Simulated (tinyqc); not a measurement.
Sweep of a uniaxial [100] strain: strain-driven crossing of the Gamma and L valleys in a germanium-like crystal alloyed with tin.

Biaxial loads: e0 is the in-plane strain e_par and the normal is free. (001): e_perp = -2 (C12/C11) e_par; exx = eyy = e_par, ezz = e_perp, no shear. (111): e_perp = -(2 C11 + 4 C12 - 4 C44)/(C11 + 2 C12 + 4 C44) e_par; exx = eyy = ezz = (2 e_par + e_perp)/3 and exy = eyz = ezx = (e_perp - e_par)/3. (110): e_perp = -(C11 + 3 C12 - 2 C44)/(C11 + C12 + 2 C44) e_par; exx = eyy = (e_par + e_perp)/2, ezz = e_par, exy = (e_perp - e_par)/2, eyz = ezx = 0. Uniaxial loads: a stress along n, scaled so that n.e.n = e0, with exx = s11 sxx + s12 (syy + szz), exy = s44 sxy/2, s11 = (C11 + C12)/((C11 - C12)(C11 + 2 C12)), s12 = -C12/((C11 - C12)(C11 + 2 C12)), s44 = 1/C44.

Edges from the unstrained valence top: Gamma at Eg + ac tr(e); an L valley with unit axis u at EgL + aL tr(e) + XuL (u.e.u - tr(e)/3), u along [111], [1-1-1], [-11-1], [-1-11]; valence edges are the levels of the 6 x 6 matrix of X, Y, Z times spin with -Dso/3 + l exx + m (eyy + ezz) on the diagonal (cyclic), n exy off it, l = av + 2 b, m = av - b, n = sqrt(3) d. Spin-orbit term (Dso/3) L.sigma on X, Y, Z with (L_k)_ij = -i epsilon_kij: <X+|H|Y+> = -i Dso/3, <X+|H|Z-> = Dso/3, <Y+|H|Z-> = -i Dso/3, <Z+|H|X-> = -Dso/3, <Z+|H|Y-> = i Dso/3, <X-|H|Y-> = i Dso/3, and their conjugates; + and - are the spin along z.

With tin the unstrained gaps become E(y) = (1 - y) E + y EgS - CS y (1 - y); all other values are kept.
Constants: kB = 8.617333262e-05 eV/K.

Inputs chosen for the exercise (near those of Ge, gaps at low temperature; the results hold for these values, not for the real material): Eg = 0.913 eV (gap at Gamma to the s-like level); EgL = 0.733 eV (gap to L); Dso = 0.287 eV (spin-orbit splitting); ac = -8.16 eV (conduction deformation potential); av = 1.25 eV (valence hydrostatic potential); b = -2.55 eV (tetragonal shear potential); d = -5.21 eV (trigonal shear potential); aL = -1.47 eV (hydrostatic potential of the L edge, Xd + Xu/3); XuL = 15.64 eV (uniaxial potential, L); y = 0.111 (tin fraction); EgS = (-0.386, 0.144) eV (Gamma and L gaps of the tin end); CS = (2.58, 0.89) eV (bowing of the Gamma and L gaps); C11 = 130.2 GPa; C12 = 48 GPa; C44 = 66.5 GPa; load = uniaxial [100] (kind of strain); mG = 0.0389 m0 (mass at Gamma); mL = 0.585 m0 (density-of-states mass of the four L valleys together); T = 300 K (temperature).

The valence splitting is the distance of the top two edges. Share in Gamma = mG^(3/2)/(mG^(3/2) + (mL^(3/2)/4) sum_i exp(-(E_Li - E_Gamma)/kT)).

Results:

| e0 (%) | direct gap (eV) | indirect gap (eV) | Gamma - L (meV) | valence splitting (meV) | share in Gamma (%) |
|---|---|---|---|---|---|
| -1.68 | 0.516 | 0.530 | -14 | 125 | 2.83 |
| -0.64 | 0.519 | 0.564 | -46 | 44 | 9.17 |
| 0.40 | 0.484 | 0.562 | -78 | 25 | 25.9 |
| 1.44 | 0.405 | 0.515 | -110 | 76 | 54.7 |
| 2.48 | 0.326 | 0.468 | -142 | 110 | 80.7 |
| 3.52 | 0.247 | 0.422 | -174 | 132 | 93.5 |
| 4.56 | 0.169 | 0.375 | -206 | 145 | 98.0 |
| 5.60 | 0.090 | 0.328 | -238 | 154 | 99.4 |

The gap stays direct over the sweep. The direct gap goes from 0.516 to 0.090 eV; of that change -0.110 eV comes from the rise of the valence top through the shear terms and the rest from the volume. The share in Gamma goes from 2.83 to 99.4 %. Beyond about 3 % terms of second order in the strain, left out here, matter.

Run: tinyqc, `OMP_NUM_THREADS=1 python tinyqc.py 1080051 1080052 out.jsonl`; Intel(R) Xeon(R) Processor @ 2.30GHz, one thread, shared host; about 0.01 s of CPU time with all checks.
